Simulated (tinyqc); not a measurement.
MOS capacitor on a p-type substrate, surface potential from the exact charge relation: two steps of the calculation.

Uniform p-type substrate, Boltzmann statistics, full ionisation, classical densities. psi is the surface potential against the body (positive when the bands bend down) and u = psi/Vt. Traps are spread evenly over the gap and neutral at flat band, so their charge is -q Dit psi; the minority quasi-Fermi level is shifted by Vb.

Values chosen for this exercise; band and dielectric values those of a made-up semiconductor:
- T = 325 K (temperature)
- Eg = 1.11 eV (band gap)
- eps_r = 10.9 (relative permittivity)
- Nc = 4.08e19 cm^-3 (conduction-band density of states at T)
- Nv = 2.42e19 cm^-3 (valence-band density of states at T)
- chi = 4.35 eV (electron affinity)
- N = 4.3e15 cm^-3 (acceptor density of the substrate)
- eox = 3.9 (relative permittivity of the gate insulator (close to silicon dioxide))
- tox = 23 nm (insulator thickness)
- phiM = 4.6 eV (gate work function)
- Nf = 0 cm^-2 (fixed charge at the interface, in units of q)
- Dit = 1.2e11 cm^-2 eV^-1 (density of interface traps)
- Vb = 0 V (reverse bias of the inversion layer against the body)
- Vg = -1.86 V (gate voltage against the body)

Constants: q = 1.602176634e-19 C, kB = 1.380649e-23 J/K, Vt = kB T/q, eps0 = 8.8541878128e-14 F/cm where lengths are in cm. Results are converted to the units shown.

Problem 1. Flat band, threshold and scales. ni = sqrt(Nc Nv) exp(-Eg/(2 Vt)), Eg in volts; phiF = Vt ln(N/ni); Cox = eps0 eox/tox; Vfb = phiM - chi - (Eg - Vt ln(Nv/N)) - q Nf/Cox; Q0 = sqrt(2 eps0 eps_r q N Vt); r = (ni/N)^2 exp(-Vb/Vt); VT = Vfb + [(2 phiF + Vb)(1 + q Dit/Cox) + sqrt(2 eps0 eps_r q N (2 phiF + Vb))/Cox].

Find: ni; phiF; Cox; Vfb; Q0; r; VT.

Solution 1.

ni = 7.778e10 cm^-3
phiF = 0.3058 V
Cox = 0.1501 uF/cm^2
Vfb = -0.6182 V
Q0 = 6.103 nC/cm^2
r = 3.272e-10
VT = 0.2618 V

Problem 2. Newton step for the surface potential. u = psi/Vt; F^2 = exp(-u) + u - 1 + r (exp(u) - u - 1); Qs = -sign(u) Q0 F; Cs = -dQs/dpsi = (Q0/Vt) |1 - exp(-u) + r (exp(u) - 1)|/(2 F). f = Vfb + psi + (q Dit psi - Qs)/Cox - Vg, f' = 1 + (Cs + q Dit)/Cox, psi(new) = psi - f/f'.

psi after iteration 2 = -0.20120969 V
Cox = 0.15013623 uF/cm^2
Vfb = -0.61815151 V
Q0 = 6.1026739 nC/cm^2
r = 3.2715815e-10

Give: u; F; Qs; Cs; f; f'; psi after iteration 3.

Solution 2.

u = -7.184
F = 36.20
Qs = 220.9 nC/cm^2
Cs = 3.966 uF/cm^2
f = -0.4566 V
f' = 27.54
psi after iteration 3 = -0.1846 V

tinyqc, about 0.01 s, one thread, Intel Xeon 2.30GHz (shared host): `OMP_NUM_THREADS=1 python tinyqc.py 2060174 2060175 out.jsonl`
